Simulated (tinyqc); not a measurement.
Strain-driven roughening and islands of a mismatched epitaxial film: one step, computed by the program tinyqc.

Film and substrate share isotropic elastic constants; the film is coherent and biaxially strained.

Task: Which shape at the volume V. Shallow faceted island (Tersoff form): E = 4 Gam V^(2/3) tan^(1/3)(theta) - 6 c V tan(theta), Gam = gamma [x/sin(theta) - 1/tan(theta)], x the facet energy over gamma, c = stress^2 (1 - nu)/(2 pi G). The two energies cross at V_x^(1/3) = 4 [Gam_2 t2^(1/3) - Gam_1 t1^(1/3)]/(6 c (t2 - t1)), t = tan(theta); mu = dE/dV.

Inputs (values chosen for the exercise, for a model film):
```
quantity,value,unit
shear modulus G,57.9,GPa
Poisson ratio nu,0.25,-
surface energy gamma,0.981,J/m^2
contact angle of the shallow shape theta_1,9.19,degrees
contact angle of the steep shape theta_2,25.6,degrees
facet energy of shape 1 over gamma,1.009,-
facet energy of shape 2 over gamma,1.014,-
island volume V,58000,nm^3
```

stress = 10.615 GPa

Gam of shape 2 = 0.2546631 J/m^2

Gam of shape 1 = 0.1341251 J/m^2

c = 0.2322966 GPa

Constants: e = 1.602176634e-19 C.

Give: E of shape 1; E of shape 2; crossing volume V_x; jump of mu at V_x, shape 2 less shape 1.

Result:

E of shape 1 = -78896 eV

E of shape 2 = -2.343e+05 eV

crossing volume V_x = 1.486 nm^3

jump of mu at V_x, shape 2 less shape 1 = -147.4 MJ/m^3

At V the steep shape is lower. At V_x the chemical potential drops, so islands that have turned steep grow at the cost of the shallow ones. Caution: a critical volume below 1 nm^3 holds fewer than a hundred atoms, so a continuum barrier there has no physical meaning. Caution: a crossing volume under 5 nm^3 is too small for these continuum energies. Caution: the shallow-slope form overstates the relaxation of facets steeper than about 25 degrees.
